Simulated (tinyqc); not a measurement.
Worked calculation: coupled-perturbed Hartree-Fock on RHF in the sto-3g basis, for H3+, spin multiplicity 1. The polarisability along this axis is zero because the basis has no function that the field can mix in; the real value is not. One step of it, computed by the program tinyqc.

Problem. Iteration 9 (converged): orbitals. Diagonalise F' = X^T F X, C = X C', fill 1 alpha and 1 beta electrons from the bottom; D = 2 C_occ C_occ^T. Each column has its largest component positive (the first on a tie).

converged F (hartree), order 1H 1s, 2H 1s, 3H 1s:
```
[[-0.990712, -0.834183, -0.834183],
 [-0.834183, -0.687339, -0.443014],
 [-0.834183, -0.443014, -0.687339]]
```

X, order 1H 1s, 2H 1s, 3H 1s:
```
[[1.506741, -0.498145, -0.498145],
 [-0.498145, 1.231735, 0.094075],
 [-0.498145, 0.094075, 1.231735]]
```

Give: F' = X^T F X; orbital energies; coefficients C; D after iteration 9.

Solution.

F' = X^T F X (hartree):
```
[[-0.3057, -0.5903, -0.5903],
 [-0.5903, -0.2955, 0.0207],
 [-0.5903, 0.0207, -0.2955]]
```

orbital energies (hartree): [-1.1252, -0.3162, 0.5446]

coefficients C, order 1H 1s, 2H 1s, 3H 1s:
```
[[0.5817, 0.0000, 1.5583],
 [0.3013, 0.8044, -1.0180],
 [0.3013, -0.8044, -1.0180]]
```

D after iteration 9, order 1H 1s, 2H 1s, 3H 1s:
```
[[0.6767, 0.3505, 0.3505],
 [0.3505, 0.1815, 0.1815],
 [0.3505, 0.1815, 0.1815]]
```
